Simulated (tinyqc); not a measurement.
# Tunnelling through a two-layer gate stack, WKB transmission and Tsu-Esaki current: effect of temperature

Electrons leave the emitter at x = 0. Energies E (motion across the layers) are in eV from the emitter Fermi level; the collector Fermi level lies at -V and offers states at every E. No charge in the dielectric and no image force: F1 = V/(t1 + t2 eps1/eps2), F2 = F1 eps1/eps2; U = phi1 - F1 x in layer 1 and phi2 - F1 t1 - F2 (x - t1) in layer 2. With C = hbar^2/(2 m0), kappa = sqrt(m (U - E)/C) where U > E and 0 elsewhere; T(E) = exp(-S), S = 2 times the integral of kappa over x.

Each layer adds (2/F) sqrt(m/C) [G(u at its left edge) - G(u at its right edge)] to S, with u = U - E (0 where negative) and G(u) = (2/3) u^1.5. J = J0 times the integral of T(E) N(E) dE, N = ln[(1 + exp(-E/Vt))/(1 + exp((-E - V)/Vt))], J0 = q^2 me m0 kB T/(2 pi^2 hbar^3) (times 1e-4 for A/cm^2 per eV), from E = -Ef to far above the barrier (T = 1 there), by quadrature converged to the digits shown. The share over the barrier is that of energies above the highest band edge; 0 means below 1e-6 %.

Values chosen for this exercise; layer 1 close to silicon dioxide, layer 2 close to aluminium oxide: Fermi energy of the emitter above its band bottom Ef = 0.26 eV; emitter mass in the supply function me = 1 m0; barrier of layer 1 above the emitter Fermi level at zero bias phi1 = 3.16 eV; tunnelling mass of layer 1 m1 = 0.49 m0; thickness of layer 1 t1 = 0.9 nm; relative permittivity of layer 1 eps1 = 3.99; barrier of layer 2 at zero bias phi2 = 2.68 eV; tunnelling mass of layer 2 m2 = 0.39 m0; thickness of layer 2 t2 = 2.9 nm; relative permittivity of layer 2 eps2 = 9.43; voltage across the dielectric V = 0.9 V.

Constants: q = 1.602176634e-19 C, kB = 1.380649e-23 J/K, hbar = 1.054571817e-34 J s, m0 = 9.1093837015e-31 kg, Vt = kB T/q, hbar^2/(2 m0) = 0.0380998212 eV nm^2. Results are converted to the units shown.

Effect of temperature:
```
T (K)	J (A/cm^2)	mean E of the current (eV)	share over the barrier (%)
50	7.042e-9	-0.1392	0
100	7.112e-9	-0.1378	0
200	7.396e-9	-0.1322	0
300	7.896e-9	-0.1226	0
400	8.654e-9	-0.1085	0
500	9.742e-9	-0.08883	0
600	1.129e-8	-0.06175	0
750	1.610e-8	0.1426	2.45e-4
```

Between 50 and 300 K the current changes by a factor of 1.12, and between 300 and 750 K by 2.04; the mean energy of the current rises from -0.139 to 0.143 eV. The transmission grows by a factor e over d = 0.119 eV near E = 0, equal to kB T/q at 1380 K: far below that temperature the thermal tail adds little.

tinyqc, about 0.03 s, one thread, Intel Xeon 2.30GHz (shared host): `OMP_NUM_THREADS=1 python tinyqc.py 2540138 2540139 out.jsonl`
